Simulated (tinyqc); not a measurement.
## Planar ballistic transistor, top-of-the-barrier model: output curve

At the top of the source barrier, states moving towards the drain are filled by the source (Fermi level 0) and states moving back by the drain (Fermi level -q Vd); nothing scatters. U is the shift of the band edge there, set by the capacitances CG, CD and CS (the total) and by the charge. Parabolic two-dimensional band; the source is grounded.

N0 = gv m kB T/(pi hbar^2), CG = eps0 eox/tox, vT = sqrt(2 kB T/(pi m)), CS = CG/aG, n0 = n at U = 0 and Vd = 0. eta1 = -(E0 + U)/Vt, eta2 = eta1 - Vd/Vt, n = (N0/2)[F_0(eta1) + F_0(eta2)], F_0(x) = ln(1 + exp x). U = UL + q (n - n0)/CS with UL = -(aG Vg + aD Vd), energies in eV. I = q (N0/2) vT [F_(1/2)(eta1) - F_(1/2)(eta2)] per width, F_(1/2)(x) = (2/sqrt(pi)) int_0^infinity u^(1/2)/(1 + exp(u - x)) du. CQ = (q/Vt) dn/d(eta1).

Parameters, values chosen for the exercise; mass and valleys made up: temperature T = 150 K; effective mass m = 0.165 m0; valley degeneracy gv = 1; relative permittivity of the gate insulator eox = 16; insulator thickness tox = 1.5 nm; gate control CG/CS aG = 0.82; drain control CD/CS aD = 0.075; band edge at the barrier top above the source Fermi level at zero bias E0 = 0.16 eV; gate voltage Vg = 0.5 V.

Constants: q = 1.602176634e-19 C, kB = 1.380649e-23 J/K, hbar = 1.054571817e-34 J s, m0 = 9.1093837015e-31 kg, Vt = kB T/q, eps0 = 8.8541878128e-14 F/cm where lengths are in cm. Results are converted to the units shown.

Output curve:
```
Vd (V)	eta1	n (cm^-2)	I (uA/um)	mean velocity I/(q n) (cm/s)	CQ/CS
0.01	10.093	8.6474e12	180.94	1.3060e6	0.95874
0.025	10.421	8.4231e12	446.14	3.3059e6	0.95869
0.05	10.968	8.0494e12	870.36	6.7488e6	0.95840
0.1	12.060	7.3044e12	1640.4	1.4017e7	0.95253
0.15	13.109	6.5993e12	2260.1	2.1376e7	0.87168
0.2	13.802	6.2251e12	2583.3	2.5901e7	0.55530
0.3	14.250	6.3480e12	2721.4	2.6758e7	0.47946
0.4	14.642	6.5226e12	2833.6	2.7115e7	0.47940
0.6	15.427	6.8721e12	3062.6	2.7816e7	0.47940
0.8	16.211	7.2215e12	3297.5	2.8500e7	0.47940
```

The current rises from 181 to 3300 uA/um; n goes from 8.65e12 through a minimum of 6.23e12 (at Vd = 0.2 V among the rows listed) to 7.22e12 cm^-2 and eta1 rises from 10.1 to 16.2. The resistance in the first row is 55.3 ohm um, though nothing scatters in the channel. The current passes 90 % of its last value at Vd = 0.6 V among the rows, where eta2 = -31; returning states are gone from Vd = 0.3 V on (eta2 < -7), and from there the drain control aD lifts eta1 from 14.3 to 16.2.

Numbers from tinyqc (`OMP_NUM_THREADS=1 python tinyqc.py 2400048 2400049 out.jsonl`; about 0.01 s on one thread of a shared Intel Xeon 2.30GHz).
